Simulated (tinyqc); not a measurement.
From one set of inputs to another, one input at a time: inversion-layer mobility, back-scattering and ballistic limit of a field-effect transistor. Computed by tinyqc, a small Python program. Command: `OMP_NUM_THREADS=1 python tinyqc.py 3027398 3027399 out.jsonl mos ladder`. One thread of a shared host (Intel(R) Xeon(R) Processor @ 2.30GHz), about 0.03 s of CPU time with the checks.

The charge at the top of the source barrier is fixed by the gate; series resistance and short-channel effects are left out. F_j are Fermi integrals normalised to exp(eta) in the classical limit.

The inputs printed are set A. Set A is modelled on a 4H-SiC n-channel; the values taken over come from a set modelled on a germanium p-channel. Inputs not listed in the table keep their values of set A, so the rows need not describe a real material.

Inputs (values chosen for the exercise, modelled on a 4H-SiC n-channel):
```
quantity,value,unit
transport mass m,0.3,m_0
valley degeneracy g_v,3,-
weight w of the inversion charge,0.5,-
permittivity eps,9.7,-
"phonon mobility at 1 MV/cm and 300 K, mu_ph",99,cm^2/(V s)
"roughness mobility at 1 MV/cm, mu_sr",49,cm^2/(V s)
"Coulomb mobility at N_inv = 1e12/cm^2, mu_C",36,cm^2/(V s)
electrical oxide thickness t_inv,1.7,nm
depletion charge N_dep,1.4e+11,1/cm^2
gate overdrive V_G - V_T,0.31,V
drain voltage V_D,0.68,V
channel length L,270,nm
exponent a of the critical length,0.8,-
temperature T,300,K
```

Statistics at the top of the barrier: Fermi-Dirac.

Constants: eps_0 = 8.8541878128e-12 F/m; e = 1.602176634e-19 C; m_0 = 9.1093837015e-31 kg; k_B = 1.380649e-23 J/K; hbar = 1.054571817e-34 J s; k_B = 8.617333262e-05 eV/K.

Method:
- N_inv = 3.9 eps_0 (V_G - V_T)/(e t_inv); effective field E_eff = e (N_dep + w N_inv)/(eps eps_0).
- mu_phonon = mu_ph (E_eff/1 MV/cm)^(-0.3) (T/300 K)^(-1.75); mu_rough = mu_sr (E_eff/1 MV/cm)^(-2); mu_Coulomb = mu_C (N_inv/1e12 cm^-2) (T/300 K); Matthiessen's rule adds 1/mu.
- F_j(eta) = (1/Gamma(j + 1)) int_0^infinity x^j/(1 + exp(x - eta)) dx, F_0 = ln(1 + exp(eta)). Integrals over x = E/(k_B T) use 160 Gauss-Legendre points in u = sqrt(x) from 0 to sqrt(max(eta, 0) + 32).
- Ballistic channel: N_2D = g_v m k_B T/(pi hbar^2), U = e V_D/(k_B T); eta_F solves N_inv = (N_2D/2)[F_0(eta_F) + F_0(eta_F - U)]; v_T = sqrt(2 k_B T/(pi m)); I/W = e (N_2D/2) v_T [F_1/2(eta_F) - F_1/2(eta_F - U)]; injection velocity v_T F_1/2(eta_F)/F_0(eta_F).
- Mean free path lambda = (2 k_B T/e)(mu/v_T) F_0(eta_0)/F_-1/2(eta_0), with eta_0 from N_inv = N_2D F_0(eta_0); critical length l = L (1 + U)^(-a), an empirical rule; back-scattering r = l/(l + lambda). Then eta solves N_inv = (N_2D/2)[(1 + r) F_0(eta) + (1 - r) F_0(eta - U)] and I/W = e (N_2D/2) v_T (1 - r)[F_1/2(eta) - F_1/2(eta - U)].
- Ballistic ratio: I over the ballistic current. Apparent mobility 1/(1/mu + 1/mu_B), mu_B = mu L/lambda.

Each row keeps all changes above it:
```
input moved,from,to,ballistic current I/W (microampere/micrometre),mean free path lambda (nm),injection velocity (1e7 cm/s)
set A,-,-,693.7,3.1991,1.1017
transport mass m (m_0),0.3,0.2,897.1,2.7152,1.4246
gate overdrive V_G - V_T (V),0.31,0.89,3347.4,1.6120,1.8516
electrical oxide thickness t_inv (nm),1.7,1.1,6118.3,0.9775,2.1899
depletion charge N_dep (1/cm^2),1.4e+11,1.9e+11,6118.3,0.9684,2.1899
"phonon mobility at 1 MV/cm and 300 K, mu_ph (cm^2/(V s))",99,260,6118.3,1.0813,2.1899
channel length L (nm),270,180,6118.3,1.0813,2.1899
drain voltage V_D (V),0.68,0.56,6118.3,1.0813,2.1899
```

Where does the difference come from?

Ballistic current I/W goes from 694 to 6120, a factor 8.82 in all. The largest single move comes from gate overdrive V_G - V_T (a factor 3.73). Mean free path lambda goes from 3.20 to 1.08, a factor 0.338 in all. The largest single move comes from gate overdrive V_G - V_T (a factor 0.594), and phonon mobility at 1 MV/cm and 300 K, mu_ph works against it (a factor 1.12). Injection velocity goes from 1.10 to 2.19, a factor 1.99 in all. The largest single move comes from gate overdrive V_G - V_T (a factor 1.30). The single moves hold for this order of the switches; the total does not depend on the order.

Caution (all rows): the current exceeds the long-channel drift law, so the empirical rule for l, meant for short channels, is too generous here. Caution (rows electrical oxide thickness t_inv, depletion charge N_dep, phonon mobility at 1 MV/cm and 300 K, mu_ph, channel length L, drain voltage V_D): in a degenerate gas the layer that can return carriers is set by E_F rather than k_B T, so l is underestimated.

Extremes, crossings and ranges named in words are read from the listed rows.
